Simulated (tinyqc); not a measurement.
Hydrogen passivation of interface dangling bonds: competing passivation and dissociation with distributed barriers. Inputs raised by 5 %, one at a time. Computed by tinyqc, a small Python program. Command: `OMP_NUM_THREADS=1 python tinyqc.py 3018473 3018474 out.jsonl passiv sens`. One thread of a shared host (Intel(R) Xeon(R) Processor @ 2.30GHz), about 0.1 s of CPU time with the checks.

P_b + H2 gives P_bH + H at the rate k_f [H2]; P_bH gives P_b + H at the rate k_d. All defects start unpassivated. E_f and E_d are Gaussian and independent.

Inputs (values chosen for the exercise, close to those used for P_b centres at the silicon-oxide interface): defect density N0 = 3.6e+12 1/cm^2; passivation prefactor k_f0 = 3.4e-07 cm^3/s; mean passivation barrier E_f = 1.57 eV; spread sigma_f = 0.12 eV; dissociation prefactor k_d0 = 1.3e+12 1/s; mean dissociation barrier E_d = 2.74 eV; spread sigma_d = 0.06 eV; H2 in the oxide per atm, solubility factor = 7.2e+17 1/(cm^3 atm); hydrogen pressure p = 1 atm; anneal temperature T = 200 C; anneal time t = 390 s; oxide thickness = 26 nm.

Constants: k_B = 8.617333262e-05 eV/K; e = 1.602176634e-19 C; eps_0 = 8.8541878128e-12 F/m.

Method:
- [H2] = solubility factor x p; a = k_f0 [H2] exp(-E_f/(k_B T)), d = k_d0 exp(-E_d/(k_B T)). For one pair of barriers the active share is y = [d + a exp(-(a + d) t)]/(a + d).
- Temperatures in kelvin are T(C) + 273.15.
- Average y over both Gaussians with 40 x 40 Gauss-Hermite points.
- Active density N0 y; threshold shift if each active defect holds one charge, e N0 y t_ox/(3.9 eps_0).
- Minimise the averaged y over T between 150 and 900 C: find where ln y is equal at T - 0.05 and T + 0.05 C; T is rounded to 0.1 C.

Runs:
```
input moved                             from         to  active share y  active share, single barriers  least active share  threshold shift (mV)
base run                                   -          -         0.96122                        0.99819          1.6801e-06                4174.4
passivation prefactor k_f0 (cm^3/s)  3.4e-07   3.57e-07         0.95999                        0.99810          1.5819e-06                4169.1
mean passivation barrier E_f (eV)       1.57     1.6485         0.98997                        0.99974          6.6959e-06                4299.3
spread sigma_f (eV)                     0.12      0.126         0.95523                        0.99819          2.2244e-06                4148.4
dissociation prefactor k_d0 (1/s)    1.3e+12  1.365e+12         0.96122                        0.99819          1.7527e-06                4174.4
mean dissociation barrier E_d (eV)      2.74      2.877         0.96122                        0.99819          3.0558e-07                4174.4
hydrogen pressure p (atm)                  1       1.05         0.95999                        0.99810          1.5819e-06                4169.1
anneal time t (s)                        390      409.5         0.95999                        0.99810          1.6502e-06                4169.1
```

Exponents ln(y'/y) / ln(x'/x):
```
input                          active share y  active share, single barriers  least active share  threshold shift
passivation prefactor k_f0             -0.026                         -0.002              -1.235           -0.026
mean passivation barrier E_f            0.604                          0.032              28.338            0.604
spread sigma_f                         -0.128                          0.000               5.751           -0.128
dissociation prefactor k_d0             0.000                          0.000               0.866            0.000
mean dissociation barrier E_d           0.000                          0.000             -34.934            0.000
hydrogen pressure p                    -0.026                         -0.002              -1.235           -0.026
anneal time t                          -0.026                         -0.002              -0.369           -0.026
```

Among the inputs moved here: active share y answers most in size to mean passivation barrier E_f (exponent +0.604), next to spread sigma_f (-0.128); its exponent is below 0.0005 for dissociation prefactor k_d0, mean dissociation barrier E_d. Its exponent 0.000 in dissociation prefactor k_d0: dissociation plays no part. Its exponent -0.026 in hydrogen pressure p: little has reacted yet. Active share, single barriers answers most in size to mean passivation barrier E_f (exponent +0.032); its exponent is below 0.0005 for spread sigma_f, dissociation prefactor k_d0, mean dissociation barrier E_d. Least active share answers most in size to mean dissociation barrier E_d (exponent -34.934), next to mean passivation barrier E_f (+28.338). Threshold shift answers most in size to mean passivation barrier E_f (exponent +0.604), next to spread sigma_f (-0.128); its exponent is below 0.0005 for dissociation prefactor k_d0, mean dissociation barrier E_d.

Caution (all rows): a least active share below 1e-3 is a property of the model; measured passivation levels off well above it. Caution (all rows): atomic hydrogen, which both passivates and depassivates, and further passivation during cooling are left out.

Extremes, crossings and ranges named in words are read from the listed rows.
